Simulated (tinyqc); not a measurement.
Length of a polyene: Hueckel, PPP and singles CI along the polyenes. Computed by the program tinyqc. 

All-trans chains of carbon centres 1.40 angstrom apart:
```
parameter                               value
beta (eV), times 1 +/- alternation  -2.140000
alternation                          0.100000
W (eV)                              11.160000
gamma_rr (eV)                       10.280000
repulsion formula                        Ohno
```

Hueckel uses the same beta without repulsion; CIS keeps all single excitations and so misses the low, doubly excited 2Ag state. W is the valence ionisation energy of a centre, MN the Mataga-Nishimoto formula, f the oscillator strength.

Gaps and excitations (eV):
```
centres  Hueckel gap  PPP orbital gap  bright singlet (CIS)      f  lowest triplet (CIS)
2              4.708           11.979                 6.212  0.533                 3.204
4              3.161            9.738                 4.964  0.976                 2.373
6              2.453            8.620                 4.231  1.350                 1.981
8              2.054            7.967                 3.765  1.682                 1.773
10             1.800            7.549                 3.451  1.986                 1.653
12             1.625            7.266                 3.228  2.271                 1.577
14             1.498            7.064                 3.066  2.546                 1.527
```

The Hueckel gap tends to 4 x alternation x |beta| = 0.86 eV for long chains. Exchange opens the PPP orbital gap, and the attraction of electron and hole brings the bright state 4.00 eV below it at 14 centres; the triplet lies 1.54 eV lower still.
